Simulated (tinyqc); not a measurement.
Inside a calculation: Gamma, L and X subbands of a thin body with non-parabolic valleys. Values are carried at full precision from step to step, so a last printed digit may differ when a step is redone from the rounded ones.

Hard walls, flat band, c = hbar^2/2m0, energies from the bulk Gamma edge. For a valley at angle theta to the normal 1/m_z = cos^2/ml + sin^2/mt and m_d = sqrt(ml mt^2/m_z). Subband n starts at E_v + e with e (1 + a e) = c (n pi/t)^2/m_z, and its density-of-states mass is taken as m_d (1 + 2 a e), without further growth at higher in-plane energy. Groups are named by valley and degeneracy.

Constants: hbar^2/2m0 = 3.80998211 eV angstrom^2; kB = 8.617333262e-05 eV/K.

Parameters, chosen for this exercise (near those of a thin GaAs channel; the results hold for these values, not for the real material):
```
symbol  value           unit         meaning
face    111                          surface
mG      0.0683          m0           Gamma mass
aG      0.58            1/eV         Gamma non-parabolicity
EL      0.341           eV           L edge above Gamma
mL      (1.965, 0.072)  m0           L valleys (four, along <111>): ml, mt
EX      0.484           eV           X edge above Gamma
mX      (1.351, 0.233)  m0           X valleys (three, along <100>): ml, mt
aS      0.66            1/eV         non-parabolicity of L and X
t       56              angstrom     body thickness
Ns      11              x 1e12/cm^2  sheet density
T       300             K            temperature
eot     10              angstrom     equivalent oxide thickness
```

## Valley groups

List degeneracy, edge, m_z, m_d and a.

Groups:
```
group  g  E_v (eV)     m_z     m_d  a (1/eV)
G1     1     0.000  0.0683  0.0683      0.58
L1     1     0.341  1.9650  0.0720      0.66
L3     3     0.341  0.0806  0.3554      0.66
X3     3     0.484  0.3218  0.4774      0.66
```

## Subband edges

n = 1 to 8 for each group; list the ten lowest.

Subbands:
```
subband  g  E (eV)  DOS mass
G1 n=1   1  0.1606    0.0810
L1 n=1   1  0.3471    0.0726
L1 n=2   1  0.3650    0.0743
L1 n=3   1  0.3941    0.0770
L1 n=4   1  0.4330    0.0807
L3 n=1   3  0.4774    0.4194
L1 n=5   1  0.4807    0.0853
X3 n=1   3  0.5204    0.5004
L1 n=6   1  0.5357    0.0905
G1 n=2   1  0.5358    0.1107
```

The lowest subband is G1 n=1, 186 meV below L1 n=1; in the bulk the lowest valley is Gamma.

## Filling and quantum capacitance

n_i = g m/(2 pi c) kB T ln(1 + exp((EF - E_i)/kB T)), sum n_i = Ns (1e12/cm^2 = 1e-4/angstrom^2), c = hbar^2/2m0. Quantum capacitance Cq = 1602.176634 sum g m/(2 pi c) f_i in microfarad/cm^2 with f_i = 1/(1 + exp((E_i - EF)/kB T)); Cox = 34.5313/eot (one gate); C/Cox = Cq/(Cq + Cox), the centroid term left out.

Over the ten listed subbands, named by valley (G, L, X), degeneracy and number.

EF = 0.3859 eV

n_i in the order of the list (1e12/cm^2): 7.626  1.335  0.944  0.456  0.131  0.389  0.023  0.089  0.003  0.004

Cq = 18.87 microfarad/cm^2
Cox = 3.453 microfarad/cm^2
C/Cox = 0.845

EF lies 225 meV above the lowest edge; Gamma holds 69 % of the electrons. The density of states is ample: only 15 % of the gate capacitance is lost.

## Checks

- Cq against the slope dNs/dEF by finite differences, microfarad/cm^2: both 18.87.

Program tinyqc; command `OMP_NUM_THREADS=1 python tinyqc.py 1250077 1250078 out.jsonl`; about 0.03 s on one thread of a shared Intel(R) Xeon(R) Processor @ 2.30GHz.
